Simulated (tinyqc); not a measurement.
From image to dissolution rate: chemically amplified photoresist: aerial image, acid generation, bake, development and line width. Computed by tinyqc, a small Python program. Command: `OMP_NUM_THREADS=1 python tinyqc.py 3028986 3028987 out.jsonl resist walk`. One thread of a shared host (Intel(R) Xeon(R) Processor @ 2.30GHz), about 0.02 s of CPU time with the checks.

Lines and spaces of pitch p with a two-beam-like image; x = 0 is the middle of the bright space. The resist is positive and treated as uniform in depth.

Inputs (values chosen for the exercise, for a model resist at 13.5 nm):
```
quantity,value,unit
pitch p,28,nm
image contrast c,0.62,-
mean dose E,5.37,mJ/cm^2
Dill parameter C,0.037,cm^2/mJ
"quencher load q, relative to the acid generator",0.18,-
acid diffusivity D,0.026,nm^2/s
bake time t,45,s
amplification rate k_amp,0.091,1/s
threshold protection m_th,0.4,-
development selectivity n,3,-
largest rate r_max,510,nm/s
smallest rate r_min,0.14,nm/s
```

Method:
- Dose E(x) = E [1 + c cos(2 pi x/p)]; acid h = 1 - exp(-C E(x)).
- Bake: the acid image is blurred by a Gaussian of variance sigma^2 = 2 D t (each Fourier term k of h, taken on 64 points, is multiplied by exp(-4 pi^2 k^2 D t/p^2)).
- The quencher then removes q, h_eff = max(h_blurred - q, 0); protection m = exp(-k_amp t h_eff).
- Mack rate r = r_max (a + 1)(1 - m)^n/(a + (1 - m)^n) + r_min, a = ((n + 1)/(n - 1))(1 - m_th)^n.

Across half a pitch:
```
x/p,x (nm),dose (mJ/cm^2),blurred acid,protection m,rate (nm/s)
0.00,0.0,8.6994,0.27005,0.6916,4.6580e+01
0.05,1.4,8.5364,0.26584,0.7036,4.1648e+01
0.10,2.8,8.0635,0.25349,0.7401,2.8649e+01
0.15,4.2,7.3270,0.23388,0.8020,1.3029e+01
0.20,5.6,6.3988,0.20852,0.8898,2.3973e+00
0.25,7.0,5.3700,0.17954,1.0000,1.4000e-01
0.30,8.4,4.3412,0.14963,1.0000,1.4000e-01
0.35,9.8,3.4130,0.12181,1.0000,1.4000e-01
0.40,11.2,2.6765,0.09916,1.0000,1.4000e-01
0.45,12.6,2.2036,0.08435,1.0000,1.4000e-01
0.50,14.0,2.0406,0.07919,1.0000,1.4000e-01
```

What follows from these numbers?

The dose varies by a factor 4.26 across the pattern and the rate by 333.

Extremes, crossings and ranges named in words are read from the listed rows.
